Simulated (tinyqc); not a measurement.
From results back to parameters: five-level k.p model folded onto the conduction band. Five cases, with inputs chosen for the exercise.

Problem. The levels are known; the mass and the g factor at E = Eg are given. Find Ep and Ep2.

Second-order sums for the lowest conduction level at E: 1/m = 1 + Cm + (Ep/3)(2/E + 1/(E + Dso)) - (Ep2/3)(2/(E7 + D2 - E) + 1/(E7 - E)); g/2 = 1 + Cg - (Ep/3)(1/E - 1/(E + Dso)) - (Ep2/3)(1/(E7 - E) - 1/(E7 + D2 - E)). E is counted from the top of the valence band; E = Eg at the edge.

Case 1.

Values chosen (near those of GaAs; not measured data): Eg = 1.513 eV (gap at Gamma to the s-like level); Dso = 0.343 eV (spin-orbit splitting); E7 = 4.56 eV (upper Gamma7 conduction level, from the valence top); D2 = 0.16 eV (its spin-orbit splitting, Gamma8 above Gamma7); Cm = -0.8 (remote term in 1/m); Cg = -0.02 (remote term in g/2).

m = 0.06827952 m0
g = -0.204715

Case 2.

Values chosen (near those of CdTe; not measured data): Eg = 1.568 eV (gap at Gamma to the s-like level); Dso = 0.911 eV (spin-orbit splitting); E7 = 5.21 eV (upper Gamma7 conduction level, from the valence top); D2 = 0.31 eV (its spin-orbit splitting, Gamma8 above Gamma7); Cm = 0.1 (remote term in 1/m); Cg = -0.02 (remote term in g/2).

m = 0.09042438 m0
g = -0.933564

Case 3.

Values chosen (near those of InSb; not measured data): Eg = 0.222 eV (gap at Gamma to the s-like level); Dso = 0.771 eV (spin-orbit splitting); E7 = 3.19 eV (upper Gamma7 conduction level, from the valence top); D2 = 0.35 eV (its spin-orbit splitting, Gamma8 above Gamma7); Cm = -2 (remote term in 1/m); Cg = -0.02 (remote term in g/2).

m = 0.01375903 m0
g = -50.610819

Case 4.

Values chosen (near those of CdTe; not measured data): Eg = 1.539 eV (gap at Gamma to the s-like level); Dso = 0.949 eV (spin-orbit splitting); E7 = 5.26 eV (upper Gamma7 conduction level, from the valence top); D2 = 0.32 eV (its spin-orbit splitting, Gamma8 above Gamma7); Cm = 1 (remote term in 1/m); Cg = 0 (remote term in g/2).

m = 0.08982312 m0
g = -1.270289

Case 5.

Values chosen (near those of ZnSe; not measured data): Eg = 2.822 eV (gap at Gamma to the s-like level); Dso = 0.39 eV (spin-orbit splitting); E7 = 7.16 eV (upper Gamma7 conduction level, from the valence top); D2 = 0.1 eV (its spin-orbit splitting, Gamma8 above Gamma7); Cm = -3.2 (remote term in 1/m); Cg = 0 (remote term in g/2).

m = 0.16875286 m0
g = 1.280572

Find: coefficients of (Ep, Ep2); right-hand sides 1/m - 1 - Cm and 1 + Cg - g/2; Ep, Ep2.

Solution. Both sums are linear in Ep and Ep2, so two equations fix them.

Case 1.

coefficients of (Ep, Ep2) (1/eV):
```
         1         2
1  0.62022  -0.31728
2  0.04072   0.00546
```

right-hand sides 1/m - 1 - Cm and 1 + Cg - g/2: 14.4457  1.0824

Ep, Ep2 (eV): 25.90  5.10

Case 2.

coefficients of (Ep, Ep2) (1/eV):
```
         1         2
1  0.55963  -0.26022
2  0.07812   0.00718
```

right-hand sides 1/m - 1 - Cm and 1 + Cg - g/2: 9.9590  1.4468

Ep, Ep2 (eV): 18.40  1.30

Case 3.

coefficients of (Ep, Ep2) (1/eV):
```
         1         2
1  3.33869  -0.31323
2  1.16582   0.01185
```

right-hand sides 1/m - 1 - Cm and 1 + Cg - g/2: 73.6796  26.2854

Ep, Ep2 (eV): 22.50  4.60

Case 4.

coefficients of (Ep, Ep2) (1/eV):
```
         1         2
1  0.56716  -0.25456
2  0.08261   0.00709
```

right-hand sides 1/m - 1 - Cm and 1 + Cg - g/2: 9.1330  1.6351

Ep, Ep2 (eV): 19.20  6.90

Case 5.

coefficients of (Ep, Ep2) (1/eV):
```
         1         2
1  0.34002  -0.22706
2  0.01434   0.00173
```

right-hand sides 1/m - 1 - Cm and 1 + Cg - g/2: 8.1258  0.3597

Ep, Ep2 (eV): 24.90  1.50

Computed by tinyqc, one run a case: `OMP_NUM_THREADS=1 python tinyqc.py N N+1 out.jsonl` with N = 1080502, 1080504, 1080507, 1080534, 1080539; one thread of a shared Intel(R) Xeon(R) Processor @ 2.30GHz, about 0.01 s a run at most.
